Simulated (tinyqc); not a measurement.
Band gaps under pressure and temperature from deformation potentials: sweeps and comparisons. A value that a table varies takes the place of the one given here.

Murnaghan: V/V0 = (1 + Bp P/B0)^(-1/Bp), B0 = (C11 + 2 C12)/3. Each gap moves by a ln(V/V0) with its volume potential a, and falls with temperature by aV T^2/(T + bV) (Varshni); the two effects are added. No change of phase is considered.

Constants: hc = 1239.841984 eV nm.

Values chosen for the exercise (near those of GaP, the X and L potentials typical of such crystals; the results hold for these values, not for the real material):

| symbol | value | unit | meaning |
|---|---|---|---|
| Eg | 2.832 | eV | gap at Gamma to the s-like level at 0 K, 0 GPa |
| EgX | 2.363 | eV | gap to X at 0 K, 0 GPa |
| EgL | 2.767 | eV | gap to L at 0 K, 0 GPa |
| C11 | 141.2 | GPa |  |
| C12 | 61.4 | GPa |  |
| Bp | 3.98 |  | pressure derivative of the bulk modulus |
| aG | -9.85 | eV | volume potential of the Gamma gap |
| aX | 1.72 | eV | volume potential of the X gap |
| aL | -2.92 | eV | volume potential of the L gap |
| aV | (0.6, 0.552, 0.563) | meV/K | Varshni alpha of Gamma, X, L |
| bV | (385, 372, 385) | K | Varshni beta of Gamma, X, L |
| T | 300 | K | temperature |
| P | 0.8 | GPa | pressure |

## Gaps against pressure

The last column is the linear form E0 + c1 P for Gamma, c1 = -aG/B0.

Gaps (eV):

| P (GPa) | ln(V/V0) | Gamma | X | L | lowest | Gamma, linear |
|---|---|---|---|---|---|---|
| 0.00 | 0.0000 | 2.753 | 2.289 | 2.693 | X | 2.753 |
| 0.75 | -0.0084 | 2.836 | 2.275 | 2.718 | X | 2.837 |
| 1.50 | -0.0165 | 2.916 | 2.261 | 2.741 | X | 2.921 |
| 2.25 | -0.0243 | 2.993 | 2.247 | 2.764 | X | 3.005 |
| 3.00 | -0.0320 | 3.068 | 2.234 | 2.786 | X | 3.089 |
| 3.75 | -0.0394 | 3.141 | 2.221 | 2.808 | X | 3.173 |
| 4.50 | -0.0465 | 3.212 | 2.209 | 2.829 | X | 3.257 |
| 5.25 | -0.0535 | 3.280 | 2.197 | 2.849 | X | 3.341 |
| 6.00 | -0.0603 | 3.347 | 2.185 | 2.869 | X | 3.425 |

Over 6 GPa Gamma moves by +0.594, L by +0.176 and X by -0.104 eV. X stays lowest. The linear form overshoots by 77 meV at the end, because the crystal stiffens; the gap is linear in ln V, not in P.

## Gaps against temperature

At the pressure P; wavelength hc/E of the lowest gap.

Gaps (eV):

| T (K) | Gamma | X | L | lowest | wavelength (nm) |
|---|---|---|---|---|---|
| 0 | 2.9200 | 2.3476 | 2.7931 | X | 528.1 |
| 50 | 2.9165 | 2.3444 | 2.7898 | X | 528.9 |
| 100 | 2.9076 | 2.3359 | 2.7815 | X | 530.8 |
| 200 | 2.8789 | 2.3090 | 2.7546 | X | 537.0 |
| 300 | 2.8411 | 2.2737 | 2.7191 | X | 545.3 |
| 400 | 2.7977 | 2.2332 | 2.6783 | X | 555.2 |
| 500 | 2.7505 | 2.1894 | 2.6340 | X | 566.3 |
| 600 | 2.7007 | 2.1432 | 2.5873 | X | 578.5 |

From 0 to 100 K the Gamma gap falls by 12.4 meV, from 500 to 600 K by 49.8 meV: quadratic below bV, linear with a slope tending to aV = 0.6 meV/K above. X stays lowest. A pressure of 0.70 GPa, with the slope -aG/B0 at zero pressure, would undo the fall of the Gamma gap from 0 to 300 K.

## What each parameter does

Gaps at P and T. Each row changes one parameter from the base and keeps the others.

Results:

| case | Gamma (eV) | X (eV) | L (eV) |
|---|---|---|---|
| base | 2.8411 | 2.2737 | 2.7191 |
| T = 350 K | 2.8200 | 2.2540 | 2.6992 |
| C11 = 127.08 GPa | 2.8460 | 2.2729 | 2.7206 |
| C12 = 55.26 GPa | 2.8453 | 2.2730 | 2.7204 |
| Bp = 4.378 | 2.8410 | 2.2737 | 2.7191 |
| aG = -10.835 eV | 2.8499 | 2.2737 | 2.7191 |
| aX = 1.892 eV | 2.8411 | 2.2722 | 2.7191 |
| aL = -3.212 eV | 2.8411 | 2.2737 | 2.7217 |
| P = 0.72 GPa | 2.8325 | 2.2752 | 2.7165 |

The largest shifts from the base row, up to three for each result and ties (the steps differ in size, so this ranks the rows, not the parameters). Gamma (eV): T -0.0212, aG +0.0088, P -0.0087; unchanged at the printed digits by aX and aL. X (eV): T -0.0197, aX -0.0015, P +0.0015; unchanged at the printed digits by Bp, aG and aL. L (eV): T -0.0199, aL +0.0026, P -0.0026; unchanged at the printed digits by Bp, aG and aX.

Run: tinyqc, `OMP_NUM_THREADS=1 python tinyqc.py 1080752 1080753 out.jsonl`; Intel(R) Xeon(R) Processor @ 2.30GHz, one thread, shared host; about 0.01 s of CPU time with all checks.
